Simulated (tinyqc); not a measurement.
Charge control and current of a heterostructure field-effect transistor. From gate capacitance C_g back to barrier thickness d. Computed by tinyqc, a small Python program. Command: `OMP_NUM_THREADS=1 python tinyqc.py 3025869 3025870 out.jsonl hemt inv`. One thread of a shared host (Intel(R) Xeon(R) Processor @ 2.30GHz), about 0.04 s of CPU time with the checks.

Two subbands in a triangular well; E_F is counted from the conduction band edge of the channel at the interface.

Inputs (values chosen for the exercise, modelled on AlGaN/GaN): channel mass m = 0.21 m_0; permittivity eps (barrier and channel) = 9.54; Schottky barrier phi_B = 1.2 eV; conduction band offset dE_c = 0.55 eV; polarisation charge sigma/e = 1.8e+13 1/cm^2; gate voltage V_G = 0 V; temperature T = 77 K; mixing = 0.3; iteration cap = 200.

Charge source: polarisation. Velocity law: two-piece.

Constants: e = 1.602176634e-19 C; eps_0 = 8.8541878128e-12 F/m; k_B = 8.617333262e-05 eV/K; hbar = 1.054571817e-34 J s; m_0 = 9.1093837015e-31 kg; k_B = 1.380649e-23 J/K.

Method:
- Threshold V_T = phi_B - dE_c - sigma d/(eps eps_0) (in volts); C_b = eps eps_0/d.
- Charge control: n_s = C_b (V_G - V_T - E_F/e)/e. Well: mean field F = e n_s/(2 eps eps_0), E_i = (hbar^2/2m)^(1/3) [(3 pi e F/2)(i + 3/4)]^(2/3), i = 0, 1; n_s = D k_B T sum_i ln(1 + exp((E_F - E_i)/k_B T)), D = m/(pi hbar^2), which is solved in closed form for E_F.
- Iteration from n_s = C_b (V_G - V_T)/(2e): E_F from n_s, n_out from the charge control, n_new = n_s + mixing (n_out - n_s), kept above n_s/10; stop when |n_out/n_s - 1| < 1e-9.
- C_g = e dn_s/dV_G = 1/(1/C_b + 1/C_q), 1/C_q = d(E_F/e)/d(e n_s) by a central difference of +/- 0.1 % in n_s; added distance dd = eps eps_0/C_q.

Task: A run gave the result below. Find the barrier thickness d, known to lie between 11 and 24 nm.

gate capacitance C_g = 0.3853452 microfarad/cm^2

Result:

Each step takes the trial c = (a f_b - b f_a)/(f_b - f_a), f being the result less the target and a, b, c the logarithms of the listed values; c replaces end b, the old b replaces a if the sign of f changed, and otherwise f_a is halved.

Scan of the range:
```
barrier thickness d (nm)  gate capacitance C_g (microfarad/cm^2)
11.0                                                    0.676374
12.5                                                    0.604407
14.3                                                    0.535840
16.2                                                    0.478454
18.5                                                    0.423487
21.1                                                    0.374772
24.0                                                    0.332128
```

False position (Illinois rule, in the logarithm of the input) inside the bracket:
```
step    end a    end b    trial  gate capacitance C_g (microfarad/cm^2)
1     18.5000  21.1000  20.5063                                0.384885
2     18.5000  20.5063  20.4566                                0.385756
3     20.5063  20.4566  20.4800                                0.385345
4     20.4566  20.4800  20.4800                                0.385345
```

Gate capacitance C_g falls at every point of a 13-point scan of the range (every second point is shown), so one value fits; it is bracketed by 18.5 and 21.1. Answer: barrier thickness d = 20.48 nm.
